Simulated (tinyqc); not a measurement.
# Channel mobility from two channel lengths

Problem. Two power MOSFETs differ only in channel length: R_on = R_rest + Lc (Wp + a)/(2 mch Cox Vov), Cox = 3.9 eps0/tox. Find mch and R_rest.

Parameters, values chosen for the exercise:
```
symbol,value,unit,meaning
tox,96,nm,gate oxide thickness (eps_r 3.9)
Vov,6,V,gate overdrive
Wp,4.6,um,"width of the p body in one cell, channels included"
a,4.7,um,gap between neighbouring p bodies
```

Constants: eps0 = 8.8541878128e-14 F/cm where lengths are in cm. Results are converted to the units shown.

R_on at Lc = 0.53 and 1.4 um (mohm cm^2): 5.3376533  11.801348

Answer. R_on is a straight line in Lc; its slope gives mch and its intercept the rest.

mch = 29.0 cm^2/(V s)
R_rest = 1.40 mohm cm^2

Computed by the program tinyqc: `OMP_NUM_THREADS=1 python tinyqc.py 2230039 2230040 out.jsonl`, one thread of a shared Intel Xeon 2.30GHz, about 0.01 s for the whole run.
